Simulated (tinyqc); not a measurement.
Thermal stress, cracking, delamination and buckling of a thin film; Griffith cracks and misfitting inclusions. From fracture stress, inner crack back to substrate surface energy gamma_s. Computed by tinyqc, a small Python program. Command: `OMP_NUM_THREADS=1 python tinyqc.py 3021857 3021858 out.jsonl filmcrack inv`. One thread of a shared host (Intel(R) Xeon(R) Processor @ 2.30GHz), about 0.07 s of CPU time with the checks.

Isotropic linear elasticity; the substrate is much thicker than the film; stress is positive in tension.

Inputs (values chosen for the exercise, modelled on a porous low-k oxide on silicon): substrate Young's modulus E_s = 139 GPa; substrate Poisson ratio nu_s = 0.24; flaw half length a = 0.18 micrometre.

Method. Through crack of length 2a in plane strain: K_Ic = sqrt(2 gamma_s E_s/(1 - nu_s^2)); fracture stress = K_Ic/sqrt(pi a). An edge crack of depth a has K larger by 1.1215.

Problem. A run gave the result below. Find the substrate surface energy gamma_s, known to lie between 1.8 and 2.8 J/m^2.

fracture stress, inner crack = 1073.474 MPa

Solution.

Each step takes the trial c = (a f_b - b f_a)/(f_b - f_a), f being the result less the target and a, b, c the logarithms of the listed values; c replaces end b, the old b replaces a if the sign of f changed, and otherwise f_a is halved.

Scan of the range:
```
substrate surface energy gamma_s (J/m^2)  fracture stress, inner crack (MPa)
1.80                                                                  969.01
1.94                                                                 1005.99
2.09                                                                 1044.16
2.24                                                                 1080.98
2.42                                                                 1123.57
2.60                                                                 1164.61
2.80                                                                 1208.57
```

False position (Illinois rule, in the logarithm of the input) inside the bracket:
```
step    end a    end b    trial  fracture stress, inner crack (MPa)
1     2.09000  2.24000  2.20857                             1073.37
2     2.24000  2.20857  2.20900                             1073.47
3     2.24000  2.20900  2.20900                             1073.47
4     2.20900  2.20900  2.20900                             1073.47
```

Fracture stress, inner crack rises at every point of a 13-point scan of the range (every second point is shown), so one value fits; it is bracketed by 2.09 and 2.24. The scan shows a pure power law with exponent 0.5000, so scaling from any one row also gives the answer directly. Answer: substrate surface energy gamma_s = 2.209 J/m^2.
